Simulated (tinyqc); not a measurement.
## The weight eta from points of equal mobility

Inverse problem. If the mobility depends on E = q (Ndep + eta Ns)/(eps0 eps_r) alone, two points of equal mobility on its falling branch have equal E. Find eta and E.

Inputs (values chosen for the exercise):
```
symbol,value,unit,meaning
eps_r,11.8,,relative permittivity of the semiconductor
```

Constants: q = 1.602176634e-19 C, eps0 = 8.8541878128e-14 F/cm where lengths are in cm. Results are converted to the units shown.

Ndep at two body biases (cm^-2): [1.5668311e12, 2.6371411e12]
Ns at which the mobility is the same (cm^-2): [8.3e12, 6.2013529e12]

Solution. eta is the ratio of the differences of Ndep and Ns.

eta = 0.5100
E = 0.8894 MV/cm

tinyqc, about 0.01 s, one thread, Intel Xeon 2.30GHz (shared host): `OMP_NUM_THREADS=1 python tinyqc.py 2510039 2510040 out.jsonl`
